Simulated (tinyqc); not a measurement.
Schottky emission and Poole-Frenkel conduction in an insulator, and how to tell them apart: one step of the calculation.

Schottky emission (electrode-limited): J = As T^2 exp[-(pb - b sqrt(F))/Vt], b = sqrt(q/(4 pi eps0 ei)). Poole-Frenkel emission (bulk-limited): J = s0 F exp[-(pt - 2 b sqrt(F))/Vt]. F in V/cm.

Question. Both currents at one field. Lowerings b sqrt(F) and 2 b sqrt(F); the image-force maximum lies at sqrt(q/(16 pi eps0 ei F)) from the electrode.

Parameters, values chosen for the exercise; dielectric values close to those of hafnium oxide: temperature T = 400 K; high-frequency relative permittivity ei = 4.03; trap depth pt = 0.94 eV; Poole-Frenkel prefactor s0 = 0.068 S/cm; electrode barrier pb = 0.93 eV; Richardson constant As = 43 A/(cm^2 K^2); field F = 2.3 MV/cm.

Constants: q = 1.602176634e-19 C, kB = 1.380649e-23 J/K, Vt = kB T/q, eps0 = 8.8541878128e-14 F/cm where lengths are in cm. Results are converted to the units shown.

Wanted: Schottky lowering; position of the barrier top; Poole-Frenkel lowering; J, Schottky; J, Poole-Frenkel.

Answer.

Schottky lowering = 286.67 meV
position of the barrier top = 0.62320 nm
Poole-Frenkel lowering = 573.35 meV
J, Schottky = 0.053955 A/cm^2
J, Poole-Frenkel = 3.7550 A/cm^2

Injection and bulk transport act in series, so the smaller capacity limits the current: here the electrode, by a factor of 69.6.

Range of the model: At the field F a Fowler-Nordheim estimate for tunnelling through pb (mass 0.4 m0) gives 1.1 A/cm^2, more than Schottky emission.

tinyqc, about 0.01 s, one thread, Intel Xeon 2.30GHz (shared host): `OMP_NUM_THREADS=1 python tinyqc.py 2370124 2370125 out.jsonl`
